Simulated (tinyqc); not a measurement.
Worked calculation: carrier lifetime from Shockley-Read-Hall, radiative, Auger and surface recombination. Computed by tinyqc, a small Python program that keeps every step. Command: `OMP_NUM_THREADS=1 python tinyqc.py 3025833 3025834 out.jsonl lifetime walk`. One thread of a shared host (Intel(R) Xeon(R) Processor @ 2.30GHz), about 0.02 s of CPU time with the checks. Intermediate numbers are printed to about 6 digits and carried at full precision; extremes and crossings named in words are read from the listed rows.

Energies are counted from the top of the valence band. Boltzmann statistics, full ionisation, and equal excess densities of electrons and holes.

Inputs (values chosen for the exercise, with bands modelled on ZnO):

| quantity | value | unit |
|---|---|---|
| gap E_g | 3.4 | eV |
| electron mass m_e | 0.263 | m_0 |
| valleys M_c | 1 | - |
| hole mass m_h | 0.799 | m_0 |
| temperature T | 350 | K |
| doping N | 1.1e+17 | cm^-3 |
| trap level E_t | 1.96 | eV |
| trap density N_t | 1.4e+11 | cm^-3 |
| electron cross-section sigma_n | 9.9e-14 | cm^2 |
| hole cross-section sigma_p | 2.4e-16 | cm^2 |
| radiative coefficient B | 2.6e-10 | cm^3/s |
| Auger coefficient C_n | 3.3e-31 | cm^6/s |
| Auger coefficient C_p | 4.6e-31 | cm^6/s |
| excess density dn | 2.5e+16 | cm^-3 |
| generation rate G | 1.1e+22 | cm^-3 s^-1 |
| diffusion coefficient D | 2.2 | cm^2/s |
| surface velocity S | 190 | cm/s |
| thickness W | 16 | micrometre |

Doping: n-type. Surface term: two equal surfaces.

Constants: m_0 = 9.1093837015e-31 kg; k_B = 1.380649e-23 J/K; h = 6.62607015e-34 J s; k_B = 8.617333262e-05 eV/K.

## Equilibrium densities

N_c = 2 M_c (2 pi m_e k_B T/h^2)^(3/2) and N_v = 2 (2 pi m_h k_B T/h^2)^(3/2), masses in units of m_0. n_i = sqrt(N_c N_v) exp(-E_g/2 k_B T); majority density N/2 + sqrt(N^2/4 + n_i^2), minority density n_i^2 over it.

N_c = 4.26507e+18 cm^-3

N_v = 2.25846e+19 cm^-3

n_i = 3.25797e-06 cm^-3

n_0 = 1.10e+17 cm^-3

p_0 = 9.64940e-29 cm^-3

## Capture times and SRH densities

v = sqrt(3 k_B T/m) with m_e or m_h; tau_n0 = 1/(sigma_n v_n N_t), tau_p0 = 1/(sigma_p v_p N_t); n1 = N_c exp(-(E_g - E_t)/k_B T), p1 = N_v exp(-E_t/k_B T).

v_n = 2.45988e+07 cm/s

v_p = 1.41130e+07 cm/s

tau_n0 = 2.93307e-06 s

tau_p0 = 0.00210883 s

n1 = 0.00784944 cm^-3

p1 = 1.35224e-09 cm^-3

n1 and p1 are both far below the doping: the level acts as a deep recombination centre.

## Surface lifetime

The slowest diffusion mode has x tan x = S W/(2 D) with 0 < x < pi/2 (bisection), and tau_s = W^2/(4 x^2 D). The common approximation is W/(2 S) + W^2/(pi^2 D).

x = 0.259863

tau_s = 4.30794e-06 s

approximate tau_s = 4.32843e-06 s

The approximation is off by 0.48 %. Recombination at the surfaces limits: tau_s is close to W/2S.

## Lifetimes at the given injection

With n = n_0 + dn, p = p_0 + dn and U/dn = 1/tau: (n p - n_i^2)/dn = n_0 + p_0 + dn = s; 1/tau_SRH = s/[tau_p0 (n + n1) + tau_n0 (p + p1)]; 1/tau_rad = B s; 1/tau_Aug = (C_n n + C_p p) s; the rates add, with 1/tau_s. Radiative efficiency = tau_eff/tau_rad; effective diffusion length = sqrt(D tau_eff).

tau_SRH at dn = 0.00210938 s

tau_rad at dn = 2.84900e-08 s

tau_Aug at dn = 1.32157e-04 s

effective lifetime at dn = 2.82964e-08 s

radiative efficiency at dn = 0.993204

effective diffusion length at dn = 2.49504 micrometre

Radiative recombination carries 99 % of the rate; dn/N = 0.23 is intermediate injection.

## Steady state under generation

dn solves dn/tau_eff(dn) = G (60 bisections in ln dn between 1e-2 and 1e22 cm^-3); the splitting of the quasi-Fermi levels is k_B T ln(n p/n_i^2).

steady excess density = 3.80156e+14 cm^-3

lifetime in the steady state = 3.45596e-08 s

quasi-Fermi splitting under G = 2.95825 eV

The splitting, an upper bound for e V_oc, is 87 % of the gap.

## Lifetime against injection

Rows stop below half the smaller effective density of states.

Lifetimes (s):

| dn (cm^-3) | SRH | radiative | Auger | effective | radiative efficiency | fastest channel |
|---|---|---|---|---|---|---|
| 1.00e+10 | 0.00210883 | 3.49650e-08 | 2.50438e-04 | 3.46782e-08 | 0.991795 | radiative |
| 1.00e+11 | 0.00210883 | 3.49650e-08 | 2.50437e-04 | 3.46781e-08 | 0.991795 | radiative |
| 1.00e+12 | 0.00210883 | 3.49647e-08 | 2.50431e-04 | 3.46778e-08 | 0.991795 | radiative |
| 1.00e+13 | 0.00210883 | 3.49619e-08 | 2.50361e-04 | 3.46750e-08 | 0.991796 | radiative |
| 1.00e+14 | 0.00210884 | 3.49333e-08 | 2.49667e-04 | 3.46469e-08 | 0.991802 | radiative |
| 1.00e+15 | 0.00210886 | 3.46500e-08 | 2.42896e-04 | 3.43681e-08 | 0.991864 | radiative |
| 1.00e+16 | 0.00210908 | 3.20513e-08 | 1.88537e-04 | 3.18087e-08 | 0.992432 | radiative |
| 1.00e+17 | 0.00211023 | 1.83150e-08 | 4.13001e-05 | 1.82293e-08 | 0.995318 | radiative |
| 1.00e+18 | 0.00211148 | 3.46500e-09 | 1.09028e-06 | 3.45125e-09 | 0.996032 | radiative |

tau_SRH goes from 0.00211 s at low injection (the minority capture time, 0.00211 s) to 0.00211 s in the last row; at high injection it tends to tau_n0 + tau_p0 = 0.00211 s. Ruling channel by row: radiative from 1e10 cm^-3.

## Where in the gap a trap does harm

Low injection: tau = [tau_p0 (n_0 + n1) + tau_n0 (p_0 + p1)]/(n_0 + p_0). Depleted region (n = p = 0): generation lifetime tau_g = (tau_p0 n1 + tau_n0 p1)/n_i. n1 = N_c exp(-(E_g - E_t)/k_B T), p1 = N_v exp(-E_t/k_B T).

The same trap at other energies:

| E_t (eV) | SRH lifetime (s) | generation lifetime (s) |
|---|---|---|
| 0.204 | 0.00210953 | 2.34811e+16 |
| 0.510 | 0.00210883 | 9.21535e+11 |
| 0.850 | 0.00210883 | 1.17146e+07 |
| 1.190 | 0.00210883 | 1.48917e+02 |
| 1.530 | 0.00210883 | 1.89630e-03 |
| 1.700 | 0.00210883 | 9.23179e-04 |
| 1.870 | 0.00210883 | 2.57034e-01 |
| 2.210 | 0.00210883 | 2.02198e+04 |
| 2.550 | 0.00210883 | 1.59060e+09 |
| 2.890 | 0.00210884 | 1.25125e+14 |
| 3.196 | 0.00220326 | 3.18824e+18 |

The SRH lifetime (other channels left aside) stays within 10 % of its least value, among these rows, from E_t = 0.204 to 3.196 eV. The generation lifetime has a sharp minimum, among these rows at 1.7 eV and exactly at 1.626 eV, where tau_p0 n1 = tau_n0 p1, since generation needs two thermal jumps and the larger one rules.

Checks made by the program: n1 p1 = n_i^2 (relative difference below 1e-10); x tan x at the root (relative difference below 1e-10).
